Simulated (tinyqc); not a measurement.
Worked calculation: plasmons of a degenerate electron gas in the random-phase approximation. Values are carried at full precision from step to step, so a last printed digit may differ when a step is redone from the rounded ones.

Zero temperature, parabolic band: kF = (3 pi^2 n)^(1/3), EF = c kF^2/m, Ep^2 = 8 pi c e2 n/(m eb), qTF^2 = 6 pi e2 n/(eb EF), c = hbar^2/2m0, e2 = e^2/(4 pi eps0), n in 1/angstrom^3 (1e-24 per 1/cm^3).

Constants: hbar^2/2m0 = 3.80998211 eV angstrom^2; e^2/(4 pi eps0) = 14.39964547 eV angstrom; a0 (Bohr radius) = 0.5291772105 angstrom.

Values chosen for the exercise (a free-electron density near that of Al; shifted at random, so the results belong to these values and not to a real crystal): n = 1.81e+23 1/cm^3 (electron density); m = 1 m0 (mass); eb = 1 (background dielectric constant); q = 0.953 1/angstrom (wave vector); E = 12.4 eV (energy transfer); qp = 1.12 1/angstrom (wave vector of the plasmon).

## Scales of the gas

Also rs = (3/(4 pi n))^(1/3) m/(a0 eb).

kF = 1.7500 1/angstrom
EF = 11.668 eV
Ep = 15.798 eV
qTF = 2.0520 1/angstrom
hbar vF = 13.335 eV angstrom
rs = 2.072

Ep/EF = 1.354. With rs above 1 exchange and correlation, left out here, lower the dispersion noticeably.

## The dielectric function at one point

Lindhard function: eps(q, E)/eb = 1 + (qTF/q)^2 (f1 + i f2) with z = q/(2 kF), u = E/(hbar vF q), hbar vF = 2 c kF/m; f1 = 1/2 + [h(z - u) + h(z + u)]/(8 z), h(x) = (1 - x^2) ln|(x + 1)/(x - 1)|; f2 = pi u/2 for z + u < 1, (pi/(8 z))(1 - (z - u)^2) for |z - u| < 1 < z + u, else 0. Pairs exist for c (q^2 - 2 q kF)/m < E < c (q^2 + 2 q kF)/m.

Give also the loss function Im(-eb/eps).

z, u: [0.2723, 0.9758]

f1, f2: [-0.4697, 0.7285]

eps/eb = -1.177+3.377i
loss function = 0.264

The point lies inside the pair continuum, so eps has an imaginary part.

## The plasmon at one wave vector

Solve f1 (qTF/q)^2 = -1 above the continuum, and compare with E^2 = Ep^2 + (3/5)(hbar vF q)^2 + (c q^2/m)^2.

top of the continuum = 19.71 eV
plasmon energy = 21.02 eV
short formula = 20.16 eV

The plasmon lies 1.308 eV above the continuum and 33.1 % above Ep; the short formula errs by -4.12 %.

## Where Landau damping starts

Find qc at which the plasmon meets the top of the continuum, eps(qc, c (qc^2 + 2 qc kF)/m) = 0, and compare with Ep/(hbar vF).

qc = 1.293 1/angstrom
qc/kF = 0.739
energy there = 23.61 eV
Ep/(hbar vF) = 1.185 1/angstrom

The simple estimate is 0.916 times qc.

## Checks

- F-sum of the loss function at q = 1.3 qc over (pi/2) Ep^2 against 1: both 1.00.
- f1 at E = 0 and z = 0.6 against the static Lindhard function: both 0.86968.

Run: tinyqc, `OMP_NUM_THREADS=1 python tinyqc.py 1681021 1681022 out.jsonl`; Intel(R) Xeon(R) Processor @ 2.30GHz, one thread, shared host; about 0.01 s of CPU time with all checks.
